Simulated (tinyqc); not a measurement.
Inside a calculation. Method: bound state in one dimension: Numerov shooting, finite differences, DVR. Computed by tinyqc, a small Python program that keeps every step. Settings: points = 64. Command: `OMP_NUM_THREADS=1 python tinyqc.py 30623 30624 out.jsonl` (the two numbers bound the seeds that draw the settings). One thread of a shared host (Intel(R) Xeon(R) Processor @ 2.60GHz), about 0.01 s of CPU time with the checks.

## Numerov steps at E = 0.1

One particle of mass 1 in V = 0.93^2 x^2/2 + 0 x^4 (atomic units), psi = 0 at both ends:

| parameter | value |
|---|---|
| left end | -4.500000 |
| right end | 4.500000 |
| intervals | 64 |
| h | 0.140625 |
| state sought (nodes) | 3 |

k_i = 2 m (E - V_i); (1 + h^2 k_(i+1)/12) y_(i+1) = 2 (1 - 5 h^2 k_i/12) y_i - (1 + h^2 k_(i-1)/12) y_(i-1), from y_0 = 0, y_1 = 0.001.

Points along the way:

| i | x | V | k | y |
|---|---|---|---|---|
| 0 | -4.500000 | 8.757112 | -17.314225 | 0.000000 |
| 1 | -4.359375 | 8.218345 | -16.236690 | 0.001000 |
| 2 | -4.218750 | 7.696681 | -15.193362 | 0.002326 |
| 3 | -4.078125 | 7.192121 | -14.184241 | 0.004363 |
| 4 | -3.937500 | 6.704664 | -13.209329 | 0.007644 |
| 5 | -3.796875 | 6.234312 | -12.268623 | 0.012953 |
| 21 | -1.546875 | 1.034776 | -1.869552 | 4.782112 |
| 22 | -1.406250 | 0.855187 | -1.510374 | 5.977309 |
| 23 | -1.265625 | 0.692701 | -1.185403 | 7.350375 |
| 24 | -1.125000 | 0.547320 | -0.894639 | 8.895021 |
| 25 | -0.984375 | 0.419042 | -0.638083 | 10.596309 |
| 26 | -0.843750 | 0.307867 | -0.415734 | 12.430651 |

## Bisection on the node count

With more sign changes than the state has nodes (the last point included) the energy is too high, else too low; the bracket starts as 0.1 to 12.

Trials:

| trial | E | sign changes | y at the right end | next |
|---|---|---|---|---|
| 1 | 6.05000000 | 6 | 2.46e-03 | lower |
| 2 | 3.07500000 | 3 | -2.94e+00 | raise |
| 3 | 4.56250000 | 5 | -2.65e-01 | lower |
| 4 | 3.81875000 | 4 | 1.01e+00 | lower |
| 5 | 3.44687500 | 4 | 1.37e+00 | lower |
| 6 | 3.26093750 | 4 | 6.70e-02 | lower |
| 7 | 3.16796875 | 3 | -1.21e+00 | raise |
| 8 | 3.21445312 | 3 | -5.15e-01 | raise |
| 9 | 3.23769531 | 3 | -2.10e-01 | raise |
| 10 | 3.24931641 | 3 | -6.81e-02 | raise |
| 11 | 3.25512695 | 4 | 2.97e-04 | lower |
| 12 | 3.25222168 | 3 | -3.37e-02 | raise |
| 13 | 3.25367432 | 3 | -1.66e-02 | raise |
| 14 | 3.25440063 | 3 | -8.16e-03 | raise |
| ... | ... | ... | ... | ... |
| 29 | 3.25510140 | 3 | -1.05e-07 | raise |
| 30 | 3.25510141 | 4 | 2.36e-08 | lower |
| 31 | 3.25510140 | 3 | -4.08e-08 | raise |

eigenvalue = 3.25510140 hartree

## The same grid by other methods

Three-point finite differences and the sine-DVR kinetic matrix of Colbert and Miller on the same points.

Lowest levels (hartree):

| state | finite differences | DVR |
|---|---|---|
| 0 | 0.464465 | 0.465000 |
| 1 | 1.392323 | 1.395001 |
| 2 | 2.318048 | 2.325017 |
| 3 | 3.241760 | 3.255179 |
| 4 | 4.164216 | 4.186286 |
| 5 | 5.088566 | 5.121731 |
